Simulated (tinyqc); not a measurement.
## Trap depth and cross-section from two peaks

Problem. A DLTS peak lies where ew = sn g T^2 exp(-Et/kB T), g = vth Nc/(300 K)^2. Find Et and sn.

Inputs (values chosen for the exercise): conduction-band density of states at 300 K Nc = 2.77e19 cm^-3; thermal velocity at 300 K vth = 2.3e7 cm/s.

Constants: q = 1.602176634e-19 C, kB = 1.380649e-23 J/K. Results are converted to the units shown.

peak temperatures for ew = 10 and 1000 1/s (K): [165.10806, 199.37527]

Solution. The slope of ln(ew/T^2) against q/kB T is -Et, and the intercept is ln(sn g).

Et = 0.3500 eV
sn = 2.500e-15 cm^2

Computed by the program tinyqc: `OMP_NUM_THREADS=1 python tinyqc.py 2050121 2050122 out.jsonl`, one thread of a shared Intel Xeon 2.30GHz, about 0.01 s for the whole run.
